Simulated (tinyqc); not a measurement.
Plane-wave Kohn-Sham cycle with exchange-only LDA in a layered model solid, step by step. One step of it, computed by the program tinyqc.

Question. Iteration 1: Hamiltonian at one k. H(m,m') = (k + G_m)^2/2 delta + V(G_m - G_m'), with V(-G) = V(G).

A solid whose potential varies along x alone (atomic units):
```
parameter                      value
period a                   14.600000
cross-section of the cell  38.000000
electrons per cell                 2
grid points                       16
plane waves -n..n, n               2
k points                           1
V1 in V1 cos(2 pi x/a)     -0.480000
```

V(G_m), m = 0, 1, 2, ... (hartree): [-0.150992, -0.240000, 0.000000, 0.000000, 0.000000]

k = 0.000000 2 pi / a

Give: H.

Answer.

H (hartree), order -2, -1, +0, +1, +2:
```
[[0.2194, -0.2400, 0.0000, 0.0000, 0.0000],
 [-0.2400, -0.0584, -0.2400, 0.0000, 0.0000],
 [0.0000, -0.2400, -0.1510, -0.2400, 0.0000],
 [0.0000, 0.0000, -0.2400, -0.0584, -0.2400],
 [0.0000, 0.0000, 0.0000, -0.2400, 0.2194]]
```
